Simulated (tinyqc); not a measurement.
Bias-temperature instability from a Gaussian distribution of capture and emission barriers. Inputs raised by 10 %, one at a time. Computed by tinyqc, a small Python program. Command: `OMP_NUM_THREADS=1 python tinyqc.py 3019168 3019169 out.jsonl bti sens`. One thread of a shared host (Intel(R) Xeon(R) Processor @ 2.30GHz), about 0.03 s of CPU time with the checks.

Each trap has a capture time tau_0 exp(E_c/(k_B T)) under stress and an emission time tau_0 exp(E_e/(k_B T)) after it. E_c is Gaussian, and E_e = E_c + d with d Gaussian and independent. A trap counts as filled once t_s exceeds its capture time and as emptied once t_r exceeds its emission time.

Inputs (values chosen for the exercise, for a model p-channel transistor):
```
quantity                                      value        unit
shift with all traps filled V_max               110          mV
mean capture barrier at zero field mu_c        1.65          eV
spread of capture barriers sigma_c             0.23          eV
lowering of mu_c per field k_F                0.041  eV/(MV/cm)
oxide field F                                   8.3       MV/cm
mean of E_e - E_c at the stress field, delta  -0.25          eV
spread of E_e - E_c, sigma_d                   0.29          eV
time constant tau_0                           3e-09           s
temperature T                                   175           C
stress time t_s                               10000           s
recovery time t_r                               0.3           s
```

Constants: k_B = 8.617333262e-05 eV/K.

Method:
- Demarcation energies E_s = k_B T ln(t_s/tau_0), E_r = k_B T ln(t_r/tau_0); mean barrier mu = mu_c - k_F F; z = (E_s - mu)/sigma_c; Phi is the standard normal distribution.
- Temperatures in kelvin are T(C) + 273.15.
- Shift without recovery dV0 = V_max Phi(z); local time exponent n = d ln dV0/d ln t_s = (k_B T/sigma_c) exp(-z^2/2)/(sqrt(2 pi) Phi(z)); apparent activation energy n E_s.
- Remaining shift dV = V_max int_(-infinity)^(E_s) g(E_c) [1 - Phi((E_r - E_c - delta)/sigma_d)] dE_c, g the Gaussian density of E_c (Gauss-Legendre, 120 points over 7 sigma_c below E_s).

Runs:
```
input moved                                         from      to  time exponent n  remaining shift dV (mV)  remaining share dV/dV0  apparent activation energy (eV)
base run                                               -       -          0.23650                   11.586                 0.53492                          0.26336
shift with all traps filled V_max (mV)               110     121          0.23650                   12.744                 0.53492                          0.26336
lowering of mu_c per field k_F (eV/(MV/cm))        0.041  0.0451          0.21730                   13.891                 0.52515                          0.24198
oxide field F (MV/cm)                                8.3    9.13          0.21730                   13.891                 0.52515                          0.24198
mean of E_e - E_c at the stress field, delta (eV)  -0.25  -0.275          0.23650                   10.886                 0.50264                          0.26336
spread of E_e - E_c, sigma_d (eV)                   0.29   0.319          0.23650                   11.513                 0.53158                          0.26336
recovery time t_r (s)                                0.3    0.33          0.23650                   11.483                 0.53018                          0.26336
```

Exponents ln(y'/y) / ln(x'/x):
```
input                                         time exponent n  remaining shift dV  remaining share dV/dV0  apparent activation energy
shift with all traps filled V_max                       0.000               1.000                   0.000                       0.000
lowering of mu_c per field k_F                         -0.888               1.904                  -0.193                      -0.888
oxide field F                                          -0.888               1.904                  -0.193                      -0.888
mean of E_e - E_c at the stress field, delta            0.000              -0.653                  -0.653                       0.000
spread of E_e - E_c, sigma_d                            0.000              -0.066                  -0.066                       0.000
recovery time t_r                                       0.000              -0.093                  -0.093                       0.000
```

Among the inputs moved here: time exponent n answers most in size to lowering of mu_c per field k_F (exponent -0.888), and about equally to oxide field F (-0.888); its exponent is below 0.0005 for shift with all traps filled V_max, mean of E_e - E_c at the stress field, delta, spread of E_e - E_c, sigma_d, recovery time t_r. Its exponent 0.000 in shift with all traps filled V_max: the exponent is a shape. Remaining shift dV answers most in size to lowering of mu_c per field k_F (exponent +1.904), and about equally to oxide field F (+1.904). Remaining share dV/dV0 answers most in size to mean of E_e - E_c at the stress field, delta (exponent -0.653), next to lowering of mu_c per field k_F (-0.193); its exponent is below 0.0005 for shift with all traps filled V_max. Apparent activation energy answers most in size to lowering of mu_c per field k_F (exponent -0.888), and about equally to oxide field F (-0.888); its exponent is below 0.0005 for shift with all traps filled V_max, mean of E_e - E_c at the stress field, delta, spread of E_e - E_c, sigma_d, recovery time t_r.
